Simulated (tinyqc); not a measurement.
# Gated graphene, quantum capacitance: two studies

phi is the Fermi level above the Dirac point, in volts; Vg is counted from the gate voltage of charge neutrality. Ideal linear bands, no charge puddles.

Values chosen for this exercise; values close to those of graphene: temperature T = 300 K; relative permittivity of the gate insulator (close to silicon dioxide) eox = 3.9; insulator thickness tox = 2.2 nm; Fermi velocity vF = 1.13e6 m/s; density of traps Dit = 0 cm^-2 eV^-1; gate voltage Vg = 1.44 V.

Constants: q = 1.602176634e-19 C, kB = 1.380649e-23 J/K, hbar = 1.054571817e-34 J s, Vt = kB T/q, eps0 = 8.8541878128e-14 F/cm where lengths are in cm. Results are converted to the units shown.

Each table varies one quantity; the others keep the values above.

## Effect of the gate voltage

N0 = (2/pi)(kB T/(hbar vF))^2; n = N0 F1(phi/Vt), p = N0 F1(-phi/Vt), F1(e) = int_0^infinity u du/(1 + exp(u - e)) = -Li2(-exp(e)); Cq = q d(n - p)/dphi = (q N0/Vt) ln[2 (1 + cosh(phi/Vt))]. Cox = eps0 eox/tox; Vg = phi + q (n - p + Dit phi)/Cox. 1/C_G = 1/Cox + 1/(Cq + q Dit); dphi/dVg = Cox/(Cox + Cq + q Dit).

The same in every row: Cox (uF/cm^2) = 1.5696.

Results:
```
Vg (V)   phi (V)  n - p (cm^-2)  Cq (uF/cm^2)  C_G (uF/cm^2)  dphi/dVg  n + p (cm^-2)
-0.3    -0.15180     -1.4519e12        2.8014         1.0060   0.35909      1.4523e12
-0.18   -0.10393     -7.4525e11        1.9331        0.86626   0.44811      7.4800e11
0.07    0.046735      2.2792e11        1.0065        0.61324   0.60930      2.5218e11
0.19     0.10836      7.9981e11        2.0122        0.88178   0.43822      8.0212e11
0.31     0.15536      1.5150e12        2.8668         1.0143   0.35380      1.5153e12
0.43     0.19462      2.3059e12        3.5889         1.0920   0.30428      2.3060e12
0.56     0.23172      3.2160e12        4.2725         1.1479   0.26867      3.2161e12
0.68     0.26247      4.0904e12        4.8393         1.1852   0.24491      4.0904e12
0.8      0.29071      4.9893e12        5.3600         1.2141   0.22651      4.9893e12
```

Estimate the missing row, Vg = -0.06 V.

Computed row:
```
Vg (V)    phi (V)  n - p (cm^-2)  Cq (uF/cm^2)  C_G (uF/cm^2)  dphi/dVg  n + p (cm^-2)
-0.06   -0.040546     -1.9058e11       0.92801        0.58320   0.62844      2.2110e11
```

With this row back in the table: As Vg goes from -0.3 to 0.8, Cq goes from 2.80 through a minimum of 0.928 (at Vg = -0.06 among the rows listed) to 5.36 uF/cm^2, C_G/Cox goes from 0.641 through a minimum of 0.372 (at Vg = -0.06 among the rows listed) to 0.773 and n - p rises from -1.45e12 to 4.99e12 cm^-2. Cq is below Cox for Vg = -0.06, 0.07; there the density of states limits the response dn/dVg more than the insulator does. At neutrality Cq is (q N0/Vt) ln 4 = 0.661 uF/cm^2, and far from it Cq grows as |phi|.

## Effect of the insulator thickness

Same model as above.

Effect of the insulator thickness:
```
tox (nm)  phi (V)  n - p (cm^-2)  Cq (uF/cm^2)  Cox (uF/cm^2)  C_G (uF/cm^2)  dphi/dVg  n + p (cm^-2)
0.5        0.7286       3.067e13         13.43          6.906          4.561    0.3396       3.067e13
0.9        0.5922       2.030e13         10.92          3.837          2.839    0.2600       2.030e13
1.6        0.4734       1.302e13         8.728          2.158          1.730    0.1983       1.302e13
2.9        0.3690       7.960e12         6.803          1.191          1.013    0.1490       7.960e12
5.2        0.2847       4.789e12         5.248         0.6641         0.5895    0.1123       4.789e12
9.3        0.2169       2.834e12         4.000         0.3713         0.3398   0.08494       2.834e12
17         0.1612       1.621e12         2.974         0.2031         0.1901   0.06394       1.622e12
30         0.1196       9.486e11         2.215         0.1151         0.1094   0.04940       9.501e11
```

Read the table: what changes, and by how much?

As tox goes from 0.5 to 30, Cq falls from 13.4 to 2.22 uF/cm^2, C_G/Cox rises from 0.660 to 0.951 and n - p falls from 3.07e13 to 9.49e11 cm^-2. Cq exceeds Cox in every row, so the insulator is the tighter limit, though Cq still cuts C_G by up to 34 %. With the insulator thinned by a factor of 60.0, the charge grows only by 32.3 while Cox grows by 60.0. For tox = 0.5 the field in the insulator exceeds 10 MV/cm, beyond what real films hold.

tinyqc, about 0.01 s, one thread, Intel Xeon 2.30GHz (shared host): `OMP_NUM_THREADS=1 python tinyqc.py 2200123 2200124 out.jsonl`
